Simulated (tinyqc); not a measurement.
Two-step dopant diffusion (predeposition and drive-in) with a constant diffusivity: one step, computed by the program tinyqc.

Fick diffusion into a half space x > 0 whose background doping C_B is of the opposite type, so that a junction lies where C = C_B.

Question. Exact junction depth. Exact two-step profile: C = (2 C_s/pi) int_0^alpha exp(-beta (1 + u^2))/(1 + u^2) du with alpha = sqrt(D1 t1/(Dt)2), beta = x^2/(4 (D1 t1 + (Dt)2)). The integral takes 48 Gauss-Legendre points; solve C(x) = C_B.

Inputs (values chosen for the exercise, modelled on phosphorus in silicon): surface concentration C_s = 1.1e+19 1/cm^3; background doping C_B = 1.7e+15 1/cm^3; predeposition temperature T1 = 1025 C; drive-in temperature T2 = 1075 C.

product D1 t1 = 6.779908e-12 cm^2

drive-in budget (Dt)2 = 1.098731e-09 cm^2

Give: exact junction depth.

Answer.

exact junction depth = 1.597 um
